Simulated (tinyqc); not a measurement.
Adding atomic layers: valley splitting of a silicon quantum well in envelope theory.

The well lies at 0 < z < L; U(z) = V0 [1/(1 + exp(z/w)) + 1/(1 + exp((L - z)/w))] - e F z, 1 mV/nm = 1e-4 eV/angstrom. The envelope psi solves -(c/ml) psi'' + U psi = E psi, c = hbar^2/2m0, by three-point differences on a grid of 0.1 angstrom from -40 to L + 40 angstrom. The two valleys at +/- k0 couple through D = C0 times the integral of exp(-i q z) U(z) psi^2, q = 2 k0 (2 pi/a), and split by Ev = 2|D|.

Constants: hbar^2/2m0 = 3.80998211 eV angstrom^2.

Values chosen for the exercise (near those of a strained Si well in SiGe; not measured data):
```
symbol  value                                           unit      meaning
V0      0.17                                            eV        conduction offset
ml      0.919                                           m0        mass along z
F       13.1                                            mV/nm     field pressing towards the upper interface
k0      0.844                                           2 pi/a    valley position
a       5.431                                           angstrom  lattice constant
C0      0.236                                                     Bloch overlap factor
Ls      (58, 59.4, 60.7, 62.1, 63.4, 64.8, 66.1, 67.5)  angstrom  widths in steps of one atomic layer, a/4, rounded to the grid
F2      0                                               mV/nm     second field, zero or weak
w1      0.3                                             angstrom  interface width for this table
```

The smooth splitting Ev = 2|D| with w = w1, at the field F2 and at F.

Results:
```
L (angstrom)  q L mod 2 pi  Ev at F2 (micro-eV)  Ev at F (micro-eV)
58.0                  0.17                 21.9                 191
59.4                  2.90                 61.6                 192
60.7                  5.44                 47.9                 191
62.1                  1.89                 33.5                 191
63.4                  4.43                 57.4                 191
64.8                  0.88                 3.21                 190
66.1                  3.42                 51.8                 191
67.5                  6.15                 21.9                 191
```

What can be read from this table?

At F2 the splitting swings between 3.21 and 61.6 micro-eV, a ratio of 19.2, as the two interfaces add with the phase q L, which advances on average by 2.65 rad a layer. At F the ratio is 1.01, where in the first row psi^2 at the upper interface is 112 times that at the lower one: one interface dominates and the interference fades.

tinyqc: `OMP_NUM_THREADS=1 python tinyqc.py 1252712 1252713 out.jsonl`; about 0.1 s, one thread, shared Intel(R) Xeon(R) Processor @ 2.30GHz.
